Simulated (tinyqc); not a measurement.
Schottky emission and Poole-Frenkel conduction in an insulator, and how to tell them apart: one step of the calculation.

Schottky emission (electrode-limited): J = As T^2 exp[-(pb - b sqrt(F))/Vt], b = sqrt(q/(4 pi eps0 ei)). Poole-Frenkel emission (bulk-limited): J = s0 F exp[-(pt - 2 b sqrt(F))/Vt]. F in V/cm.

Task. Which mechanism made these data. The data come from another sample of the same dielectric, in which one mechanism alone limits the current. Fit straight lines by least squares: ln J on sqrt(F) (Schottky plot, slope b/Vt) and ln(J/F) on sqrt(F) (Poole-Frenkel plot, slope 2 b/Vt), F in V/cm, and read a permittivity from each slope. The right mechanism gives a value near ei, and in any case between ei and es.

Inputs (values chosen for the exercise); dielectric values close to those of silicon nitride:
```
symbol  value  unit                               meaning
T         300     K                           temperature
ei       4.15        high-frequency relative permittivity
es       7.55                static relative permittivity
```

Constants: q = 1.602176634e-19 C, kB = 1.380649e-23 J/K, Vt = kB T/q, eps0 = 8.8541878128e-14 F/cm where lengths are in cm. Results are converted to the units shown.

F, point 0 to 4 (MV/cm): [0.97, 1.7, 2.43, 3.16, 3.89]
J, point 0 to 4 (A/cm^2): [1.578e-5, 0.002741, 0.1545, 4.703, 95.71]

Give: slope of the Schottky plot; permittivity read as Schottky; slope of the Poole-Frenkel plot; permittivity read as Poole-Frenkel.

Result.

slope of the Schottky plot = 0.01581 (cm/V)^0.5
permittivity read as Schottky = 0.8617
slope of the Poole-Frenkel plot = 0.01441 (cm/V)^0.5
permittivity read as Poole-Frenkel = 4.150

Both plots are nearly straight, so straightness decides nothing. Read as Poole-Frenkel the data give 4.15, which matches ei = 4.15; read as Schottky they give 0.862, below 1 and impossible. The data are Poole-Frenkel.

Numbers from tinyqc (`OMP_NUM_THREADS=1 python tinyqc.py 2370134 2370135 out.jsonl`; about 0.01 s on one thread of a shared Intel Xeon 2.30GHz).
